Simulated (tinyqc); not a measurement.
# Bias-temperature instability, empirical power law with universal recovery, step by step

tinyqc, about 0.01 s, one thread, Intel Xeon 2.30GHz (shared host): `OMP_NUM_THREADS=1 python tinyqc.py 2070126 2070127 out.jsonl` Printed values are rounded.

Threshold-voltage shift at the end of a stress: dV = A (V/V0)^g exp[-(Ea q/kB)(1/T - 1/T0)] (t/1 s)^n. After a delay tr the permanent share pp stays and the rest falls by r = 1/(1 + B (tr/t)^be). An empirical model: its parameters are fits, not properties.

Parameters, values chosen for the exercise:

| symbol | value | unit | meaning |
|---|---|---|---|
| V0 | 1.5 | V | reference stress voltage |
| T0 | 373 | K | reference temperature |
| A | 6.8 | mV | shift after 1 s at V0 and T0 |
| n | 0.17 |  | time exponent |
| g | 4.2 |  | voltage exponent |
| Ea | 0.19 | eV | apparent activation energy of the shift |
| pp | 0.16 |  | permanent share |
| B | 3.9 |  | recovery scale |
| be | 0.18 |  | recovery dispersion |
| V | 0.72 | V | use voltage |
| T | 328 | K | use temperature |
| dc | 30 | mV | failure criterion |
| tr | 0.1 | s | delay before the measurement |

Constants: q = 1.602176634e-19 C, kB = 1.380649e-23 J/K. Results are converted to the units shown.

## Shift and lifetime at use conditions

The lifetime solves dV = dc; ten years are 3.15576e8 s.

voltage factor = 0.0458367
temperature factor = 0.444422
shift after ten years = 3.85803 mV
lifetime = 1.737e6 years
largest voltage for ten years = 1.17332 V

The device passes: the shift at ten years is below dc. A lifetime beyond 100 years is a far extrapolation of the power law. In time the voltage exponent is g/n = 24.7 and the activation energy Ea/n = 1.12 eV.

## What a delayed measurement sees

t, point 0 to 2 (s): [1, 10, 100]

At V0 and T0, measured shift = dV [pp + (1 - pp) r]; the apparent exponent is the slope of ln(shift) against ln t between the first and last point.

| point | dV (mV) | share left | measured (mV) |
|---|---|---|---|
| 0 | 6.8 | 0.394853 | 2.68500 |
| 1 | 10.0579 | 0.470833 | 4.73561 |
| 2 | 14.8768 | 0.555336 | 8.26162 |

apparent n = 0.244060

The delay hides 44.5 % of the last shift and raises the exponent from 0.17 to 0.244, since short stresses recover by a larger share.
